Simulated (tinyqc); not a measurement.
Inside a calculation. Model: thermal and gravitational stress in a wafer during furnace and rapid thermal processing, and the onset of slip. Computed by tinyqc, a small Python program that keeps every step. Command: `OMP_NUM_THREADS=1 python tinyqc.py 3028895 3028896 out.jsonl slip walk`. One thread of a shared host (Intel(R) Xeon(R) Processor @ 2.30GHz), about 0.01 s of CPU time with the checks. Intermediate numbers are printed to about 7 digits and carried at full precision; extremes and crossings named in words are read from the listed rows.

A thin free disc in plane stress, isotropic; T(r) = T_centre + dT (r/R)^n. Stress is positive in tension; sigma_SB = 5.670374419e-8 W/(m^2 K^4), g = 9.80665 m/s^2.

Inputs (values chosen for the exercise, modelled on silicon):

| quantity | value | unit |
|---|---|---|
| wafer radius R | 150 | mm |
| thickness t | 775 | micrometre |
| Young's modulus E | 150 | GPa |
| Poisson ratio nu | 0.23 | - |
| expansion alpha | 4.42 | 1e-6/K |
| edge less centre temperature dT | -39 | K |
| exponent n of the profile | 10 | - |
| temperature T | 1325 | K |
| prefactor A of the critical stress | 0.00037 | MPa |
| energy U of the critical stress | 0.992 | eV |
| density rho | 2330 | kg/m^3 |
| heat capacity c | 966 | J/(kg K) |
| conductivity k | 26.7 | W/(m K) |
| wafer spacing s | 5.9 | mm |
| ramp rate | 1.6 | K/min |
| radius of the support ring over R | 0.95 | - |

Temperature profile: edge zone, power law.

Constants: k_B = 8.617333262e-05 eV/K.

## Thermal stress

With x = r/R: s_rr = alpha E dT (1 - x^n)/(n + 2), s_tt = alpha E dT [1 - (n + 1) x^n]/(n + 2).

Temperature and stresses at r/R = 0, 0.3, 0.5, 0.7, 0.8, 0.9, 0.95, 1:

| r/R | T - T_centre (K) | s_rr (MPa) | s_tt (MPa) |
|---|---|---|---|
| 0.00 | 0.00000 | -2.154750 | -2.15475 |
| 0.30 | -0.00023 | -2.154737 | -2.15461 |
| 0.50 | -0.03809 | -2.152646 | -2.13160 |
| 0.70 | -1.10165 | -2.093884 | -1.48522 |
| 0.80 | -4.18759 | -1.923385 | 0.39026 |
| 0.90 | -13.59846 | -1.403435 | 6.10971 |
| 0.95 | -23.35074 | -0.864622 | 12.03666 |
| 1.00 | -39.00000 | 0.000000 | 21.54750 |

hoop stress at the edge = 21.5475 MPa

r/R where s_tt = 0 = 0.7867934

The cold edge is stretched; the edge stress is n times that at the centre in size.

## Resolved stress round the edge

At the edge the stress is uniaxial along the tangent d = (cos phi, sin phi, 0) of a (001) wafer; the Schmid factor is the largest |(d.n)(d.b)| over the twelve {111}<110> systems.

Schmid factor and resolved stress at phi = 0, 7.5, 15, 22.5, 30, 37.5 and 45 degrees from [100]:

| phi from [100] (degrees) | Schmid factor | resolved stress (MPa) |
|---|---|---|
| 0.0 | 0.4082483 | 8.79673 |
| 7.5 | 0.4541241 | 9.78524 |
| 15.0 | 0.4829629 | 10.40664 |
| 22.5 | 0.4927993 | 10.61859 |
| 30.0 | 0.4829629 | 10.40664 |
| 37.5 | 0.4541241 | 9.78524 |
| 45.0 | 0.4082483 | 8.79673 |

The factor is 1/sqrt(6) = 0.408 along <100> and <110> and peaks at 0.4928 at 22.5 degrees, so slip, if any, starts at eight places between these directions.

## Slip criterion

Critical resolved stress tau_c = A exp(U/(k_B T)), a form chosen for the exercise; slip when 0.492799 |s_tt(R)| > tau_c; allowed |dT| = tau_c (n + 2)/(0.492799 n alpha E).

critical stress tau_c = 2.194720 MPa

resolved over critical stress = 4.838246

allowed |dT| = 8.060773 K

Slip is expected.

## Ramp rate in a batch furnace

In a stack heated from the rim, heat flows inward by conduction and by radiation between wafers: k_eff = k + (16/3) sigma_SB T^3 s^2/t (a diffusion estimate with the spacing as path length). A steady ramp gives the parabolic lag dT = rho c (ramp) R^2/(4 k_eff); the allowed ramp uses n = 2.

k_eff = 58.29806 W/(m K)

lag of the centre = 5.791222 K

allowed ramp rate = 3.711720 K/min

Radiation carries 54 % of the inward flow. The ramp is 0.43 of the allowed one.

## Gravity

Own weight q = rho g t on a ring of radius b R, x = r/R: moments of an edge-supported plate, M_r = q R^2 (3 + nu)(1 - x^2)/16 and M_t = q R^2 [(3 + nu) - (1 + 3 nu) x^2]/16, less the uniform moment inside the ring load, q R^2 [(1 - nu)(1 - b^2) - 2 (1 + nu) ln b]/8; stress at the lower face = 6 M/t^2.

stress at the centre = 0.7033788 MPa

radial stress at the ring = -0.02178880 MPa

hoop stress at the ring = 0.3239568 MPa

The largest of these is 0.16 tau_c when halved for shear. Point supports give far higher local stress than a ring.

## Position of the support ring

The formulas are those given above.

Stress at the lower face (MPa):

| b | centre | radial at ring | hoop at ring | largest in size |
|---|---|---|---|---|
| 0.40 | -0.6397606 | -0.7683222 | -0.7070266 | 0.7683222 |
| 0.50 | -0.3321715 | -0.5330490 | -0.4372746 | 0.5330490 |
| 0.60 | -0.0668834 | -0.3561469 | -0.2182318 | 0.3561469 |
| 0.65 | 0.0550263 | -0.2844567 | -0.1225979 | 0.2844567 |
| 0.70 | 0.1715877 | -0.2221321 | -0.0344143 | 0.2221321 |
| 0.75 | 0.2838042 | -0.1681701 | 0.0473223 | 0.2838042 |
| 0.80 | 0.3924844 | -0.1217619 | 0.1234205 | 0.3924844 |
| 0.90 | 0.6017682 | -0.0490747 | 0.2612343 | 0.6017682 |
| 1.00 | 0.8035098 | 0.0000000 | 0.3830976 | 0.8035098 |

Among these rows the largest stress is least, 0.222 MPa, for a ring at 0.7 R, 3.6 times below edge support: the overhang balances the sag of the centre. All values scale as R^2/t.

## Limits against temperature

The formulas are those given above.

For the parabolic profile:

| T (K) | tau_c (MPa) | allowed \|dT\| (K) | k_eff (W/(m K)) | allowed ramp (K/min) |
|---|---|---|---|---|
| 1050 | 21.35955 | 130.7491 | 42.42464 | 26.28769 |
| 1125 | 10.28410 | 62.9524 | 46.04062 | 13.73565 |
| 1200 | 5.42523 | 33.2097 | 50.17235 | 7.89632 |
| 1275 | 3.08565 | 18.8883 | 54.85421 | 4.91020 |
| 1350 | 1.86855 | 11.4380 | 60.12059 | 3.25890 |
| 1425 | 1.19287 | 7.3020 | 66.00587 | 2.28412 |
| 1500 | 0.79648 | 4.8755 | 72.54443 | 1.67618 |

From 1050 to 1500 K the allowed difference falls 27 times and the allowed ramp 16 times; radiation, which grows as T^3, gives back a factor 1.71. Ramps must slow as the wafer gets hotter.

Checks made by the program: force balance: the hoop stress integrates to zero (added to the edge stress) (relative difference below 1e-10).
